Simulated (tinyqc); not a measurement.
Coupled-perturbed Hartree-Fock on RHF in the sto-3g basis, for H4, spin multiplicity 1, step by step. One step of it, computed by the program tinyqc.

Task: Coupled step 1. U_ai = -(mu_ai + sum_bj [4 (ai|bj) - (ab|ij) - (aj|bi)] U_bj) / (e_a - e_i); alpha = -4 sum U_ai mu_ai.

uncoupled U:
```
,i1,i2
a3,0.000000,1.745145
a4,-0.411437,0.000000
```

dipole integrals <a|z|i> (bohr):
```
,i1,i2
a3,0.000000,-1.482380
a4,0.532062,0.000000
```

orbital energies (hartree): MO1 -0.574726, MO2 -0.458320, MO3 0.391111, MO4 0.718453

Two-electron integrals over orbitals (pq|rs), unique and non-zero (hartree):
```
p,q,r,s,(pq|rs)
1,1,1,1,0.445422
2,1,2,1,0.198795
2,2,1,1,0.433709
2,2,2,2,0.442524
3,1,1,1,-0.045688
3,1,2,2,-0.001374
3,1,3,1,0.105926
3,2,2,1,0.067712
3,2,3,2,0.103195
3,3,1,1,0.431929
3,3,2,2,0.432406
3,3,3,1,-0.010693
3,3,3,3,0.449589
4,1,2,1,0.021020
4,1,3,2,-0.076306
4,1,4,1,0.089508
4,2,1,1,0.054908
4,2,2,2,0.015478
4,2,3,1,-0.103202
4,2,3,3,0.012849
4,2,4,2,0.108319
4,3,2,1,-0.191917
4,3,3,2,-0.069411
4,3,4,1,-0.018569
4,3,4,3,0.204455
4,4,1,1,0.463801
4,4,2,2,0.452744
4,4,3,1,-0.050156
4,4,3,3,0.464280
4,4,4,2,0.060416
4,4,4,4,0.506896
```

Give: U after step 1; polarisability.

Result:

U after step 1:
```
,i1,i2
a3,0.0000,1.9926
a4,-0.4599,0.0000
```

polarisability = 12.7939 bohr^3
